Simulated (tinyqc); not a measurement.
Worked calculation: LDA (PW92) atom on a uniform radial grid, spin-unpolarised, for B+. Computed by tinyqc, a small Python program that keeps every step. Settings: Z = 5, points = 64, R = 6.7, functional = lda,pw, mixing = 0.6, iteration cap = 53. Command: `OMP_NUM_THREADS=1 python tinyqc.py 27296 27297 out.jsonl` (the two numbers bound the seeds that draw the settings). One thread of a shared host (Intel(R) Xeon(R) Processor @ 2.60GHz), about 0.03 s of CPU time with the checks. Later iterations appear only in the table of the cycle.

## Iteration 1

Spherical atom on a uniform radial grid r_j = j h with h = R/(N + 1), h sum u^2 = 1 and integrals as h times sums, u(0) = u(R) = 0 (atomic units):
```
parameter           value
Z                       5
points N               64
R                6.700000
h                0.103077
mixing           0.600000
electrons in 1s         2
electrons in 2s         2
```

Three-point differences turn -u''/2 + [l(l+1)/2r^2 - Z/r + V] u = e u into a tridiagonal matrix (diagonal 1/h^2 + potential, off-diagonal -1/2h^2). D = sum f u^2; the Hartree potential y/r solves y'' = -D/r with y(0) = 0, y(R) = N_e; v_xc comes from rho = D/(4 pi r^2); E = sum f e - int D V + int D (V_H/2 + eps_xc); V(new) = V + mixing (V_H + v_xc - V).

eigenvalues (hartree): 1s -11.7647, 2s -3.0748

Every 4th grid point:
```
r         V in     u(1s)      u(2s)         D     V_H       v_xc
0.4123  0.0000    1.2005     0.0022    2.8822  6.5234    -1.1702
0.8246  0.0000    0.3316    -0.8588    1.6949  4.1598    -0.6403
1.2369  0.0000    0.0687    -0.9302    1.7398  3.0782    -0.5019
1.6492  0.0000    0.0126    -0.6712    0.9014  2.3934    -0.3437
2.0615  0.0000    0.0022    -0.4036    0.3258  1.9342    -0.2206
2.4738  0.0000  3.62e-04    -0.2184    0.0954  1.6158    -0.1368
2.8862  0.0000  5.83e-05    -0.1103    0.0243  1.3857    -0.0830
3.2985  0.0000  9.20e-06    -0.0530    0.0056  1.2127    -0.0494
3.7108  0.0000  1.43e-06    -0.0246    0.0012  1.0779    -0.0289
4.1231  0.0000  2.19e-07    -0.0111  2.46e-04  0.9701    -0.0166
4.5354  0.0000  3.33e-08    -0.0049  4.78e-05  0.8820    -0.0094
4.9477  0.0000  5.02e-09    -0.0021  8.95e-06  0.8085    -0.0053
5.3600  0.0000  7.51e-10    -0.0009  1.62e-06  0.7463    -0.0029
5.7723  0.0000  1.12e-10  -3.72e-04  2.77e-07  0.6930    -0.0016
6.1846  0.0000  1.64e-11  -1.41e-04  3.95e-08  0.6468    -0.0008
6.5969  0.0000         0  -2.33e-05  1.09e-09  0.6063  -2.35e-04
```

total energy = -21.677126 hartree

## Iteration 2

As before.

eigenvalues (hartree): 1s -8.0290, 2s -1.4218

Every 4th grid point:
```
r         V in     u(1s)    u(2s)         D     V_H     v_xc
0.4123  3.2120    1.2249   0.0953    3.0188  6.0760  -1.1875
0.8246  2.1117    0.4081  -0.6080    1.0724  3.8724  -0.5553
1.2369  1.5458    0.1068  -0.8485    1.4627  2.9218  -0.4757
1.6492  1.2298    0.0254  -0.7763    1.2064  2.3282  -0.3757
2.0615  1.0282    0.0058  -0.5952    0.7085  1.9111  -0.2789
2.4738  0.8874    0.0013  -0.4136    0.3422  1.6084  -0.2006
2.8862  0.7816  2.71e-04  -0.2701    0.1459  1.3835  -0.1417
3.2985  0.6979  5.73e-05  -0.1690    0.0572  1.2120  -0.0989
3.7108  0.6294  1.20e-05  -0.1026    0.0210  1.0778  -0.0684
4.1231  0.5721  2.48e-06  -0.0608    0.0074  0.9701  -0.0469
4.5354  0.5235  5.12e-07  -0.0353    0.0025  0.8819  -0.0319
4.9477  0.4819  1.05e-07  -0.0202    0.0008  0.8085  -0.0215
5.3600  0.4460  2.14e-08  -0.0113  2.54e-04  0.7463  -0.0143
5.7723  0.4148  4.34e-09  -0.0060  7.22e-05  0.6930  -0.0092
6.1846  0.3876  8.63e-10  -0.0028  1.54e-05  0.6468  -0.0054
6.5969  0.3637  9.77e-11  -0.0005  5.21e-07  0.6063  -0.0018
```

total energy = -22.483164 hartree

## Iteration 3

As before.

eigenvalues (hartree): 1s -6.9031, 2s -0.9247

Every 4th grid point:
```
r         V in     u(1s)    u(2s)         D     V_H     v_xc
0.4123  4.2179    1.2291   0.1101    3.0454  5.8968  -1.1908
0.8246  2.8349    0.4319  -0.5088    0.8908  3.7460  -0.5243
1.2369  2.0860    0.1212  -0.7767    1.2358  2.8368  -0.4516
1.6492  1.6634    0.0312  -0.7727    1.1961  2.2820  -0.3747
2.0615  1.3906    0.0077  -0.6469    0.8372  1.8894  -0.2934
2.4738  1.1997    0.0019  -0.4930    0.4860  1.5992  -0.2229
2.8862  1.0578  4.36e-04  -0.3541    0.2508  1.3799  -0.1666
3.2985  0.9470  1.02e-04  -0.2443    0.1194  1.2106  -0.1232
3.7108  0.8574  2.34e-05  -0.1637    0.0536  1.0773  -0.0904
4.1231  0.7828  5.36e-06  -0.1073    0.0230  0.9699  -0.0660
4.5354  0.7194  1.22e-06  -0.0690    0.0095  0.8819  -0.0478
4.9477  0.6649  2.77e-07  -0.0435    0.0038  0.8084  -0.0343
5.3600  0.6176  6.26e-08  -0.0267    0.0014  0.7463  -0.0243
5.7723  0.5762  1.41e-08  -0.0154  4.77e-04  0.6930  -0.0166
6.1846  0.5398  3.09e-09  -0.0076  1.15e-04  0.6468  -0.0102
6.5969  0.5082  3.74e-10  -0.0014  4.11e-06  0.6063  -0.0034
```

total energy = -22.583077 hartree

## Convergence

Stop when input and output potentials agree to 1e-7.

Course of the cycle (hartree):
```
iteration           E     e(1s)    e(2s)  largest |V(out) - V(in)|
1          -21.677126  -11.7647  -3.0748                  8.15e+00
2          -22.483164   -8.0290  -1.4218                  2.36e+00
3          -22.583077   -6.9031  -0.9247                  6.27e-01
4          -22.592904   -6.5835  -0.7700                  1.63e-01
5          -22.593766   -6.4965  -0.7208                  4.31e-02
6          -22.593840   -6.4734  -0.7047                  1.22e-02
7          -22.593847   -6.4674  -0.6994                  4.08e-03
8          -22.593848   -6.4659  -0.6975                  1.39e-03
9          -22.593848   -6.4655  -0.6969                  4.87e-04
10         -22.593848   -6.4654  -0.6967                  1.73e-04
11         -22.593848   -6.4654  -0.6966                  6.20e-05
12         -22.593848   -6.4654  -0.6966                  2.25e-05
13         -22.593848   -6.4654  -0.6966                  8.97e-06
14         -22.593848   -6.4654  -0.6966                  3.57e-06
15         -22.593848   -6.4654  -0.6966                  1.42e-06
16         -22.593848   -6.4654  -0.6966                  5.68e-07
17         -22.593848   -6.4654  -0.6966                  2.27e-07
18         -22.593848   -6.4654  -0.6966                  9.04e-08
```

Converged in 18 iterations. A uniform grid resolves the cusp poorly: for a bare nucleus this grid gives 1s at -11.76471 against -Z^2/2 = -12.5 hartree. Before convergence this energy mixes input and output and is not variational, so it may rise towards its limit.
